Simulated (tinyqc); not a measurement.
# Electron continuity equation in a given potential, Scharfetter-Gummel discretisation: error of the current against the mesh

Steady state in one dimension: J = q mu n E + q D dn/dx with E = -dpsi/dx and D = mu Vt, dJ/dx = q (n/tau - G), fixed densities nL and nR at the ends. The potential is given, psi = U x/L - Ub exp(-((x/L - xb)/sb)^2), and is not changed by the electrons.

Fluxes J_i = (q D/h)(n_(i+1) P_i - n_i Q_i), d_i = (psi_(i+1) - psi_i)/Vt: Scharfetter-Gummel P = B(d), Q = B(-d), B(d) = d/(exp(d) - 1); central P = 1 - d/2, Q = 1 + d/2; upwind P = 1 + max(-d, 0), Q = 1 + max(d, 0). Balance at each inner node: J_i - J_(i-1) = q h (n_i/tau - G). The reference is Scharfetter-Gummel on 4000 intervals or more. Errors are those of J on the first interval against the reference at its midpoint; errors under 1e-6 % are printed as 0.

Inputs (values chosen for the exercise); mobility close to that of indium arsenide at room temperature: temperature T = 300 K; electron mobility mu = 30100 cm^2/(V s); length of the region L = 0.39 um; density at x = 0 nL = 1.9e15 cm^-3; density at x = L nR = 0 cm^-3; lifetime tau = 2.9e-13 s; uniform generation rate G = 0 cm^-3 s^-1; potential difference psi(L) - psi(0) U = -0.22 V; depth of the dip in psi (a barrier for electrons) Ub = 0.12 V; position of the barrier over L xb = 0.51; width of the barrier over L sb = 0.14.

Constants: q = 1.602176634e-19 C, kB = 1.380649e-23 J/K, Vt = kB T/q. Results are converted to the units shown.

Error of the current against the mesh:
```
N	largest |d|	reference J (A/cm^2)	SG error (%)	central error (%)	upwind error (%)
5	4.171	-1512	-14.0	-74.8	141
10	2.966	-2549	-3.75	-12.3	52.2
20	1.785	-3276	-0.937	-2.90	21.7
40	0.9198	-3707	-0.234	-0.673	10.1
80	0.4606	-3941	-0.0583	-0.162	4.85
160	0.2308	-4064	-0.0145	-0.0397	2.38
```

From N = 80 to 160 the error shrinks by 4.0 (Scharfetter-Gummel), 4.1 (central), 2.0 (upwind); 4 marks second order and 2 first order. At N = 5 the errors are -14, -75 and 140 %. The central densities go negative for N = 5, 10, so its current there is not to be trusted, whatever its error.

Range of the model: The drift velocity mu E exceeds 1e7 cm/s somewhere, where real mobilities no longer stay constant.

tinyqc, about 0.01 s, one thread, Intel Xeon 2.30GHz (shared host): `OMP_NUM_THREADS=1 python tinyqc.py 2220016 2220017 out.jsonl`
